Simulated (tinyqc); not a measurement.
Comparisons within one model: averaged masses of warped heavy- and light-hole bands. A value that a table varies takes the place of the one given here.

Four-band hole energies E = c k^2 f(u), c = hbar^2/2m0, f = g1 -/+ 2 sqrt(g2^2 + 3 (g3^2 - g2^2) s), s = ux^2 uy^2 + uy^2 uz^2 + uz^2 ux^2 for the unit vector u; minus for heavy, plus for light holes; the mass along u is 1/f.

Grid: n x n midpoints in cos(theta) from 0 to 1 and phi from 0 to pi/2, equal weights. m_d = <f^(-3/2)>^(2/3). Conductivity mass for one scattering time: 1/m_c = <|w|^2 f^(-5/2)>/<f^(-3/2)> with w = grad_k(k^2 f)/(2 k), that is |w|^2 = f^2 + |angular gradient of f|^2/4.

Inputs chosen for the exercise (out of a larger set: near those of Ge; not measured data): g1 = 13.38 (Luttinger gamma1); g2 = 4.23 (gamma2); g3 = 5.69 (gamma3).

## Ways to average over directions

Heavy and light m_d on grids of growing n, against n = 160; also the three-direction rule <F> = (10 F[100] + 16 F[110] + 9 F[111])/35 and the spherical masses 1/(g1 (1 -/+ mu)), mu = (6 g3 + 4 g2)/(5 g1).

Masses (m0):
```
method,heavy,light,error heavy (%),error light (%)
grid n = 1,0.4902,0.0405,41.82,-4.40
grid n = 2,0.3521,0.0420,1.86,-0.85
grid n = 3,0.3495,0.0421,1.10,-0.40
grid n = 5,0.3468,0.0422,0.32,-0.16
grid n = 10,0.3459,0.0423,0.08,-0.04
grid n = 160,0.3457,0.0423,0.00,0.00
three directions,0.3675,0.0425,6.31,0.35
spherical,0.3157,0.0424,-8.68,0.17
[100] alone,0.2033,0.0458,-41.20,8.21
```

The heavy mass is within 1 % from grid n = 5 on. Three directions err by +6.31 %, the spherical form by -8.68 % and [100] alone by -41.2 %; for light holes the same three err by +0.35, +0.17 and +8.2 %. The power -3/2 weights the heavy directions near [111], which a mean of f misses.

## Cyclotron masses against the field direction

For the central orbit m_cyc is the mean of 1/f(u) over the directions u normal to B (360 points on the circle). B lies in the (1-10) plane at the angle from [001]; 54.7 degrees is [111], 90 is [110].

Masses (m0):
```
angle (degrees),heavy,light
0.0,0.2792,0.0435
15.0,0.2957,0.0431
30.0,0.3378,0.0422
45.0,0.3717,0.0416
54.7,0.3766,0.0415
70.0,0.3728,0.0417
90.0,0.3699,0.0421
```

The heavy mass is smallest at 0 and largest at 54.7 degrees of the angles listed, a spread of 35 %; the light mass varies by 4.9 %. The orbit normal to [001] has s between 0 and 1/4, the orbit normal to [111] has s = 1/4 all round, which gives 1/(g1 - sqrt(g2^2 + 3 g3^2)) = 0.3766. This is the classical limit; low Landau levels of holes depart from it.

## Several materials

The inputs are values chosen for the exercise; n = 40; delta = (g3 - g2)/g1.

Results:
```
case,g1,g2,g3,m_d heavy,m_c heavy,m_d light,delta
A near Ge,13.32,4.25,5.70,0.357,0.281,0.0424,0.109
B near GaAs,6.93,2.05,2.93,0.628,0.483,0.0825,0.127
C near InAs,19.99,8.52,9.25,0.504,0.438,0.0264,0.037
D near GaSb,13.32,4.71,5.97,0.468,0.347,0.0412,0.095
E near GaP,4.06,0.49,1.25,0.503,0.442,0.1659,0.187
F near Si,4.30,0.34,1.45,0.516,0.412,0.1546,0.258
```

Heavy masses span a factor of 1.8 and light ones 6.3: the coupling to the conduction band adds to g1, 2 g2 and 2 g3 alike, so it cancels for heavy holes and doubles for light ones. The ratio m_c/m_d of the heavy holes is lowest for D (0.74); delta is largest for F; the heavy band feels the warping rather through (g3 - g2)/(g1 - 2 g3), which runs from 0.49 to 0.91 here and is 0.91 for the case with the lowest ratio.

## What each parameter does

n = 40. Each row changes one parameter from the base and keeps the others.

Results:
```
case,m_d heavy (m0),m_c heavy (m0),m_d light (m0),m_c light (m0)
base,0.3457,0.2744,0.0423,0.0421
g1 = 12.979,0.4059,0.3016,0.0430,0.0428
g2 = 4.357,0.3532,0.2870,0.0421,0.0420
g3 = 5.519,0.3159,0.2684,0.0427,0.0425
```

The largest shifts from the base row, up to three for each result and ties (the steps differ in size, so this ranks the rows, not the parameters). m_d heavy (m0): g1 +0.0602, g3 -0.0298, g2 +0.0076. m_c heavy (m0): g1 +0.0272, g2 +0.0126, g3 -0.0060. m_d light (m0): g1 +0.0007, g3 +0.0004, g2 -0.0002. m_c light (m0): g1 +0.0007, g3 +0.0004, g2 -0.0001.

tinyqc: `OMP_NUM_THREADS=1 python tinyqc.py 1080792 1080793 out.jsonl`; about 0.03 s, one thread, shared Intel(R) Xeon(R) Processor @ 2.30GHz.
